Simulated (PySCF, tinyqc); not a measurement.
CIS and TDHF on RHF in the sto-3g basis, for H3-, spin multiplicity 1, step by step. The basis has no diffuse functions, so it cannot describe the extra electron: this is an exercise in the method, not the real anion. The lowest restricted solution is unstable here: a spin-polarised one lies 0.1342 hartree lower (PySCF). One step of it, computed by the program tinyqc.

Problem. TDHF (RPA) triplet states. B(ia,jb) = - (ib|ja); the squared energies are the eigenvalues of (A - B)(A + B); 1 hartree = 27.211386 eV.

CIS matrix A, triplet (hartree):
```
          1>3        2>3
1>3  0.239197   0.086095
2>3  0.086095  -0.174693
```

Two-electron integrals over orbitals (pq|rs), unique and non-zero (hartree):
```
(11|11) 0.556249    (21|11) -0.045959   (21|21) 0.089448    (22|11) 0.458572
(22|21) 0.119012    (22|22) 0.709834    (31|11) 0.000181    (31|21) 0.000089
(31|22) -0.000484   (31|31) 0.183207    (32|11) 0.000130    (32|21) -0.000447
(32|22) -0.000359   (32|31) -0.080345   (32|32) 0.040525    (33|11) 0.567204
(33|21) -0.086095   (33|22) 0.406468    (33|31) 0.000262    (33|32) 0.000292
(33|33) 0.623706
```

Give: TDHF matrix B, triplet; squared energies w^2; TDHF energies from the positive w^2.

Solution.

TDHF matrix B, triplet (hartree):
```
        1>3     2>3
1>3  -0.183   0.080
2>3   0.080  -0.041
```

squared energies w^2 (hartree^2): 0.027  0.027

TDHF energies from the positive w^2 (eV): 4.489  4.489

A + B or A - B has a negative eigenvalue: the restricted solution is unstable towards a spin-polarised one, a negative w^2 means an imaginary energy, and the lowest roots have no physical meaning.
